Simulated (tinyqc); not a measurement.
Cahn-Hilliard equation on a periodic one-dimensional grid: one step, computed by the program tinyqc.

Free energy F = h sum_j [A (c_j^2 - 1)^2/4 + (kappa/2) ((c_(j+1) - c_j)/h)^2]; dc/dt = Lap(mu), mu = A (c^3 - c) - kappa Lap(c), Lap(y)_j = (y_(j+1) - 2 y_j + y_(j-1))/h^2, mobility 1; the grid has n = 16 points.

Question. Linear stability. f'' = A (3 c0^2 - 1). Mode m has lambda_m = (4/h^2) sin^2(pi m/n) and the rate w_m = -lambda_m (f'' + kappa lambda_m). In the continuum the fastest wavelength is 2 pi sqrt(2 kappa/|f''|) with the rate f''^2/(4 kappa). Explicit steps near c = +-1, where f'' = 2A, are stable for dt < 2/(16 kappa/h^4 + 8 A/h^2).

Inputs (values chosen for the exercise, in reduced units):
```
quantity,value,unit
spacing h,1.3,-
well depth A,1.2,-
gradient coefficient kappa,1.2,-
mean composition c0,0.027,-
```

Give: f''; Modes of the grid; fastest wavelength; largest rate; explicit limit of dt.

Answer.

f'' = -1.1974

Modes of the grid:
```
m,lambda_m,w_m
1,0.0901,0.0981
2,0.3466,0.2709
3,0.7306,0.2343
4,1.1834,-0.2636
5,1.6363,-1.2537
6,2.0202,-2.4787
7,2.2768,-3.4943
8,2.3669,-3.8884
```

fastest wavelength = 8.8955

largest rate = 0.29869

explicit limit of dt = 0.16125
